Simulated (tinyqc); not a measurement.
Inputs raised by 2 %, one at a time: rapid thermal processing of a wafer: radiative balance, ramp and cooling, pattern effects, pyrometer error and spike budget. Computed by tinyqc, a small Python program. Command: `OMP_NUM_THREADS=1 python tinyqc.py 3110009 3110010 out.jsonl rtp sens`. One thread of a shared host (Intel(R) Xeon(R) Processor @ 2.30GHz), about 0.1 s of CPU time with the checks.

The wafer is opaque and uniform through its thickness unless said otherwise; temperatures in formulas are in kelvin (C + 273.15). sigma = 5.670374419e-12 W/(cm^2 K^4).

Inputs (values chosen for the exercise, modelled on a hot silicon wafer):

| quantity | value | unit |
|---|---|---|
| wafer thickness d | 725 | micrometre |
| heat capacity per volume C | 2.15 | J/(cm^3 K) |
| thermal conductivity k | 0.28 | W/(cm K) |
| emissivity eps of each face | 0.67 | - |
| reflectivity of the chamber walls r | 0.51 | - |
| gas heat-transfer coefficient h, both faces together | 1.3 | mW/(cm^2 K) |
| wall temperature T_w | 300 | K |
| process temperature | 1090 | C |
| starting temperature | 450 | C |
| ramp rate | 190 | K/s |
| relative change of absorptivity over a pattern | 10 | % |
| period of the pattern | 0.81 | mm |
| pyrometer wavelength | 0.9 | micrometre |
| error of the assumed emissivity | 3.9 | % |
| activation energy of the process E_a | 3.66 | eV |

Constants: k_B = 8.617333262e-05 eV/K; h = 6.62607015e-34 J s; c = 299792458 m/s; k_B = 1.380649e-23 J/K.

Method:
- Effective emissivity between parallel grey plates: eps_eff = 1/(1/eps + 1/(1 - r) - 1). Loss per area q(T) = 2 eps_eff sigma (T^4 - T_w^4) + h (T - T_w).
- Absorbed power during a ramp = q(T) + C d x ramp rate; thermal time constant tau = C d/(dq/dT), dq/dT = 8 eps_eff sigma T^3 + h; natural cooling rate q/(C d); front-to-back difference under one-sided heating at the end of the ramp = (absorbed power) d/(2 k).
- Cooling with the lamps off: C d dT/dt = -q(T), integrated adaptively (relative tolerance 1e-10).
- Spike anneal: linear ramp to the peak, then lamps off. Equivalent time at the peak = int exp(-(E_a/k_B)(1/T - 1/T_peak)) dt; estimate (k_B T^2/E_a)(1/ramp rate + 1/cooling rate). The ramp part uses 4000 trapezoid steps, the cooling part 4000 steps over 4 tau.
- Time within 50 K of the peak from the same curves.
- At steady state a sinusoidal change of absorbed power of relative amplitude a and period p gives the temperature amplitude a q/(dq/dT + k d (2 pi/p)^2); healing length l = sqrt(k d/(dq/dT)); process change = E_a dT/(k_B T^2). Emissivity is taken as unchanged.
- Signal proportional to eps/(exp(c2/(lambda T)) - 1), c2 = h c/k_B. If the assumed emissivity is too high by the given error, the reading T' solves (1 + error)/(exp(c2/(lambda T')) - 1) = 1/(exp(c2/(lambda T)) - 1). Wien estimate: T' - T = -lambda T^2 ln(1 + error)/c2. Process rates go as exp(-E_a/(k_B T)).

Runs:

| input moved | from | to | holding power q (W/cm^2) | equivalent time, total (s) | amplitude (K) | reading less true temperature (K) |
|---|---|---|---|---|---|---|
| base run | - | - | 16.803 | 0.64621 | 0.013751 | -4.4325 |
| wafer thickness d (micrometre) | 725 | 739.5 | 16.803 | 0.65480 | 0.013481 | -4.4325 |
| emissivity eps of each face | 0.67 | 0.6834 | 16.983 | 0.64169 | 0.013898 | -4.4325 |
| reflectivity of the chamber walls r | 0.51 | 0.5202 | 16.543 | 0.65290 | 0.013538 | -4.4325 |
| activation energy of the process E_a (eV) | 3.66 | 3.7332 | 16.803 | 0.63332 | 0.013751 | -4.4325 |
| period of the pattern (mm) | 0.81 | 0.8262 | 16.803 | 0.64621 | 0.014306 | -4.4325 |
| thermal conductivity k (W/(cm K)) | 0.28 | 0.2856 | 16.803 | 0.64621 | 0.013481 | -4.4325 |
| error of the assumed emissivity (%) | 3.9 | 3.978 | 16.803 | 0.64621 | 0.013751 | -4.5192 |

Exponents ln(y'/y) / ln(x'/x):

| input | holding power q | equivalent time, total | amplitude | reading less true temperature |
|---|---|---|---|---|
| wafer thickness d | 0.000 | 0.667 | -1.000 | 0.000 |
| emissivity eps of each face | 0.539 | -0.355 | 0.539 | 0.000 |
| reflectivity of the chamber walls r | -0.786 | 0.520 | -0.786 | 0.000 |
| activation energy of the process E_a | 0.000 | -1.018 | 0.000 | 0.000 |
| period of the pattern | 0.000 | 0.000 | 1.999 | 0.000 |
| thermal conductivity k | 0.000 | 0.000 | -1.000 | 0.000 |
| error of the assumed emissivity | 0.000 | 0.000 | 0.000 | 0.978 |

Which inputs matter most for each result?

Among the inputs moved here: holding power q answers most in size to reflectivity of the chamber walls r (exponent -0.786), next to emissivity eps of each face (+0.539); its exponent is below 0.0005 for wafer thickness d, activation energy of the process E_a, period of the pattern, thermal conductivity k, error of the assumed emissivity. Equivalent time, total answers most in size to activation energy of the process E_a (exponent -1.018), next to wafer thickness d (+0.667); its exponent is below 0.0005 for period of the pattern, thermal conductivity k, error of the assumed emissivity. Amplitude answers most in size to period of the pattern (exponent +1.999), next to wafer thickness d (-1.000); its exponent is below 0.0005 for activation energy of the process E_a, error of the assumed emissivity. Its exponent +1.999 in period of the pattern: conduction smooths short periods. Reading less true temperature answers most in size to error of the assumed emissivity (exponent +0.978); its exponent is below 0.0005 for wafer thickness d, emissivity eps of each face, reflectivity of the chamber walls r, activation energy of the process E_a, period of the pattern, thermal conductivity k.
